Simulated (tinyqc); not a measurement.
Inside a calculation. Method: Hubbard chain of 6 sites. Computed by tinyqc, a small Python program that keeps every step. Settings: hopping = 0.54, U = 3.6, mixing = 1, iteration cap = 83. Command: `OMP_NUM_THREADS=1 python tinyqc.py 21133 21134 out.jsonl` (the two numbers bound the seeds that draw the settings). One thread of a shared host (Intel(R) Xeon(R) Processor @ 2.60GHz), about 0.2 s of CPU time with the checks. Later iterations appear only in the table of the cycle.

## Mean-field iteration 1

one-body matrix (hopping and site energies) (eV), order 1, 2, 3, 4, 5, 6:
$$\begin{pmatrix}
0.000000 & -0.540000 & 0.000000 & 0.000000 & 0.000000 & 0.000000 \\
-0.540000 & 0.000000 & -0.540000 & 0.000000 & 0.000000 & 0.000000 \\
0.000000 & -0.540000 & 0.000000 & -0.540000 & 0.000000 & 0.000000 \\
0.000000 & 0.000000 & -0.540000 & 0.000000 & -0.540000 & 0.000000 \\
0.000000 & 0.000000 & 0.000000 & -0.540000 & 0.000000 & -0.540000 \\
0.000000 & 0.000000 & 0.000000 & 0.000000 & -0.540000 & 0.000000
\end{pmatrix}$$

U = 3.600000 eV

electrons, up and down: [5, 3]

mixing = 1

n(up) at the start (a guess, not normalised): 1 0.833000, 2 0.833000, 3 0.833000, 4 0.833000, 5 0.833000, 6 0.833000

n(down) at the start (a guess): 1 0.500000, 2 0.500000, 3 0.500000, 4 0.500000, 5 0.500000, 6 0.500000

H(up) = T + U n(down), H(down) = T + U n(up); fill the lowest levels; n(new) = n + mixing (n(out) - n); E = tr T (rho up + rho down) + U sum n_up n_down of the output.

levels, up (eV): [0.826954, 1.126631, 1.559677, 2.040323, 2.473369, 2.773046]

levels, down (eV): [2.025754, 2.325431, 2.758477, 3.239123, 3.672169, 3.971846]

energy = 6.140216 eV

n(up) after iteration 1: 1 0.946213, 2 0.825354, 3 0.728433, 4 0.728433, 5 0.825354, 6 0.946213

n(down) after iteration 1: 1 0.500000, 2 0.500000, 3 0.500000, 4 0.500000, 5 0.500000, 6 0.500000

## Mean-field iteration 2

As before.

levels, up (eV): [0.826954, 1.126631, 1.559677, 2.040323, 2.473369, 2.773046]

levels, down (eV): [1.790765, 2.341914, 2.840535, 3.276601, 3.828701, 3.921485]

energy = 6.000167 eV

n(up) after iteration 2: 1 0.946213, 2 0.825354, 3 0.728433, 4 0.728433, 5 0.825354, 6 0.946213

n(down) after iteration 2: 1 0.276745, 2 0.612641, 3 0.610614, 4 0.610614, 5 0.612641, 6 0.276745

## Convergence

Each step fills the lowest levels of T + U n(other spin) and sets n(new) = n + mixing (n(out) - n); stop when output and input agree to 1e-8.

Course of the cycle:
```
iteration      E (eV)  largest |n(out) - n(in)|  mean |n_up - n_down|
1          6.14021565                  1.13e-01              0.333333
2          6.00016716                  2.23e-01              0.333333
3          5.92901952                  5.73e-02              0.333333
4          5.90573690                  6.87e-02              0.338775
5          5.88823358                  5.38e-02              0.374648
6          5.85484228                  9.89e-02              0.432370
7          5.80847377                  6.23e-02              0.473878
8          5.76212310                  1.15e-01              0.534245
9          5.73978733                  2.70e-02              0.552268
10         5.73291744                  4.24e-02              0.571391
11         5.73162071                  5.00e-03              0.574722
...               ...                       ...                   ...
15         5.73137832                  9.61e-05              0.578730
16         5.73137825                  1.39e-04              0.578787
17         5.73137824                  1.30e-05              0.578796
18         5.73137823                  1.88e-05              0.578803
19         5.73137823                  1.75e-06              0.578804
20         5.73137823                  2.53e-06              0.578805
21         5.73137823                  2.36e-07              0.578806
22         5.73137823                  3.41e-07              0.578806
23         5.73137823                  3.18e-08              0.578806
24         5.73137823                  4.61e-08              0.578806
25         5.73137823                  4.40e-09              0.578806
```

local moments n_up - n_down: 1 0.725444, 2 0.642764, 3 -0.368209, 4 -0.368209, 5 0.642764, 6 0.725444

Converged in 25 iterations. But random starts reach 5.51532 eV, so this is another stationary point, not the lowest one. Reruns (cap 100 unless said): mixing 0.2: not converged; mixing 0.5: not converged; mixing 0.9: converged in 29 to a higher stationary point (E = 5.73138). Before convergence this energy mixes input and output and is not variational, so it may rise towards its limit.

## Exact diagonalisation (120 states)

Lowest levels of the sector, and the double occupancy of the lowest state.

lowest levels (eV): [5.177861, 5.324761, 5.482673, 5.553585, 5.650489, 5.783974]

double occupancy per site = 0.347489

The mean-field solution above lies 0.5535 eV above the exact energy.

## The lowest level by Lanczos steps

From a random start vector (not printed): a_j = <q_j|H|q_j>, b_j = norm of the remainder after orthogonalising; the Ritz value is the lowest eigenvalue of the tridiagonal matrix of a and b so far.

Lanczos:
```
j   a_j (eV)  b_j (eV)  lowest Ritz value (eV)
1   8.084395  2.274852              8.08439458
2   8.718236  1.837513              6.10449301
3   8.201000  1.665305              5.48465527
4   9.388864  1.788319              5.31641667
5   8.764528  2.089558              5.26064353
6   9.448754  1.910182              5.22783087
7   8.860382  2.086593              5.20944587
8   9.101050  1.636128              5.19382052
9   8.871541  2.012200              5.18605898
10  9.310037  1.765876              5.18108218
```
